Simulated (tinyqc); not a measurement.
Inside a calculation. Model: two-diode model of a solar cell.

tinyqc, about 0.01 s, one thread, Intel Xeon 2.30GHz (shared host): `OMP_NUM_THREADS=1 python tinyqc.py 2280001 2280002 out.jsonl` Printed values are rounded.

J is the current delivered and Vj = V + J Rs the junction voltage. J = X JL - J01 (exp(Vj/(n1 Vt)) - 1) - J02 (exp(Vj/(2 Vt)) - 1) - Vj/Rp. The photocurrent does not depend on voltage.

Parameters, values chosen for the exercise; values of the order met in cells of CIGS:

| symbol | value | unit | meaning |
|---|---|---|---|
| T | 273 | K | temperature |
| JL | 33.4 | mA/cm^2 | photocurrent at one sun |
| X | 0.3 | suns | concentration |
| J01 | 1.2e-16 | A/cm^2 | saturation current of the first diode |
| n1 | 1 |  | ideality factor of the first diode |
| Rs | 0.18 | ohm cm^2 | series resistance |
| Rp | 7000 | ohm cm^2 | shunt resistance |
| Pin | 100 | mW/cm^2 | incident power at one sun |
| J02 | 2.9e-10 | A/cm^2 | saturation current of the second diode (ideality 2) |

Constants: q = 1.602176634e-19 C, kB = 1.380649e-23 J/K, Vt = kB T/q. Results are converted to the units shown.

## Starting value

Vj = 0.67 V.

Vj at the start = 0.67 V

## Iteration 1: new Vj

Maximum power: dP/dVj = f = J (1 + 2 Rs G) - G Vj = 0. G = -dJ/dVj = J01 exp(Vj/(n1 Vt))/(n1 Vt) + J02 exp(Vj/(2 Vt))/(2 Vt) + 1/Rp. H = dG/dVj; f' = -2 G - 2 Rs G^2 + (2 Rs J - Vj) H; Vj(new) = Vj - f/f'.

J = 9.200484 mA/cm^2
G = 0.02148710 S/cm^2
H = 0.7070206 S/(cm^2 V)
f = -5.124702 mA/cm^2
f' = -0.5145024 S/cm^2
Vj after iteration 1 = 0.6600395 V

## Iteration 2: new Vj

As before.

J = 9.383301 mA/cm^2
G = 0.01557426 S/cm^2
H = 0.4938904 S/(cm^2 V)
f = -0.8437151 mA/cm^2
f' = -0.3555547 S/cm^2
Vj after iteration 2 = 0.6576665 V

## Iteration 3: new Vj

As before.

J = 9.418906 mA/cm^2
G = 0.01445023 S/cm^2
H = 0.4540813 S/(cm^2 V)
f = -0.03552658 mA/cm^2
f' = -0.3260700 S/cm^2
Vj after iteration 3 = 0.6575576 V

## Course of the iteration

Stop when the step is below 1e-10 V, or after 60 iterations.

Course of the iteration:
```
iteration  Vj before the step (V)   step (V)
1                            0.67   -9.96e-3
2                       0.6600395   -2.37e-3
3                       0.6576665   -1.09e-4
4                       0.6575576   -2.16e-7
5                       0.6575574  -8.51e-13
```

Converged in 5 iterations.

## Figures of merit

Jsc at V = 0, Voc at J = 0, the maximum power point where J (1 + 2 Rs G) = G Vj with G = -dJ/dVj; FF = Vmp Jmp/(Voc Jsc); efficiency Vmp Jmp/(X Pin). Empirical fill factor without parasitics FF0 = (v - ln(v + 0.72))/(v + 1), v = Voc/(n1 Vt).

Jsc = 10.01974 mA/cm^2
Voc = 0.7476356 V
Vmp = 0.6558617 V
Jmp = 9.420481 mA/cm^2
FF = 0.8247813
efficiency = 20.59511 %
FF0 = 0.8632936

FF is 4.5 % below FF0. Removing one loss at a time changes the efficiency by: second diode +0.90, shunt +0.21, series resistance +0.05 points.
